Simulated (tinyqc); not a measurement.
# Which input was changed?

Model: space-charge-limited current through a thin insulating or semi-insulating film with traps. Computed by tinyqc, a small Python program. Command: `OMP_NUM_THREADS=1 python tinyqc.py 3003887 3003888 out.jsonl sclc which`. One thread of a shared host (Intel(R) Xeon(R) Processor @ 2.30GHz), about 0.05 s of CPU time with the checks.

One ohmic injecting contact at x = 0 (field zero), drift only, non-degenerate free carriers.

Inputs (values chosen for the exercise, modelled on semi-insulating GaAs): permittivity eps = 12.9; band mobility mu = 4500 cm^2/(V s); effective density of states N_c = 4.9e+17 1/cm^3; trap density N_t = 4.4e+17 1/cm^3; equilibrium Fermi level below the band edge, E_0 = 0.81 eV; thickness d = 110 nm; free density at the anode, in units of N_c = 1e-07; temperature T = 250 K; trap level E_t below the band edge = 0.23 eV.

Traps: single level.

Constants: k_B = 8.617333262e-05 eV/K; e = 1.602176634e-19 C; eps_0 = 8.8541878128e-12 F/m.

Method:
- Free density n_0 = N_c exp(-E_0/k_B T) in equilibrium; trapped density n_t(n) = N_t/(1 + n_1/n), n_1 = N_c exp(-E_t/k_B T).
- theta = n/(n + n_t) at the anode density; trap-filled-limit voltage V_TFL = e (N_t - n_t(n_0)) d^2/(2 eps eps_0).
- J = e mu n F and (eps eps_0/e) dF/dx = n - n_0 + n_t(n) - n_t(n_0) = rho(n). With F = J/(e mu n): d = (eps eps_0 J/(e^2 mu)) I_1 and V = (eps eps_0 J^2/(e^3 mu^2)) I_2, I_k = int_(n_L)^infinity dn/(n^(k+1) rho(n)), n_L the density at the anode; with u = n_L/n, 200 Gauss-Legendre points in t, u = 1 - (1 - t)^2.
- Anode field J/(e mu n_L); Mott-Gurney current (9/8) eps eps_0 mu V^2/d^3; ohmic current e n_0 mu V/d.

Problem. One of these inputs alone was changed, within the range given: band mobility mu (2250 to 9000); trap density N_t (2.2e+17 to 8.8e+17); thickness d (55 to 220); free density at the anode, in units of N_c (5e-08 to 2e-07). Which one, and to what value?

Results:
```
run            theta  V_TFL (V)  voltage V (V)
before  2.582338e-05   3.734049     0.04266550
after   3.391701e-05   2.842969     0.03248422
```

Solution.

Each candidate set to reproduce theta, and what it then gives:
```
candidate                                       range searched  value needed  V_TFL (V)  voltage V (V)
band mobility mu (cm^2/(V s))                     2250 to 9000     no effect          -              -
trap density N_t (1/cm^3)                   2.2e+17 to 8.8e+17      3.350e17     2.8430       0.032484
thickness d (nm)                                     55 to 220     no effect          -              -
free density at the anode, in units of N_c      5e-08 to 2e-07  out of reach          -              -
```

Only trap density N_t fits every result: it went from 4.4e+17 to 3.35e17 1/cm^3. No other candidate reaches the first result within its range.

Caution: V is below 10 k_B T/e, where diffusion from the contact, left out here, dominates. Caution: mu V/d exceeds 1e7 cm/s, so velocity saturation would limit the current.
